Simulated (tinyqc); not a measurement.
From results back to parameters: Koster-Slater impurity in an sp3s* host.

Problem. In the Koster-Slater model a defect shifts the s level of its site by Vs and the p levels by Vp; an A1 level solves 1/Vs = G_s(E) and a T2 level 1/Vp = G_p(E), E from the top of the valence band. A defect has an A1 level at E = 3.9598 eV, one of the energies of the table, and a T2 level at 1.3199 eV.

G(E) of the host (1/eV):

| E (eV) | G_s | G_p |
|---|---|---|
| 0.0000 | -0.0040966 | 0.0484398 |
| 0.6600 | -0.0083115 | 0.0290537 |
| 1.3199 | -0.0128484 | 0.0167571 |
| 1.9799 | -0.0179550 | 0.0064254 |
| 2.6399 | -0.0239713 | -0.0033042 |
| 3.2998 | -0.0314671 | -0.0133696 |
| 3.9598 | -0.0415756 | -0.0249708 |
| 4.6198 | -0.0572070 | -0.0408097 |
| 5.2797 | -0.0953431 | -0.0786668 |

Find: Vs, Vp.

Solution. Read G_s and G_p at the two energies and invert them. Vs is attractive and pulls its level down from the conduction bands. Vp is repulsive and pushes its level up from the valence bands.

Vs, Vp (eV): -24.1  59.7

Program tinyqc; command `OMP_NUM_THREADS=1 python tinyqc.py 1451830 1451831 out.jsonl`; about 0.03 s on one thread of a shared Intel(R) Xeon(R) Processor @ 2.30GHz.
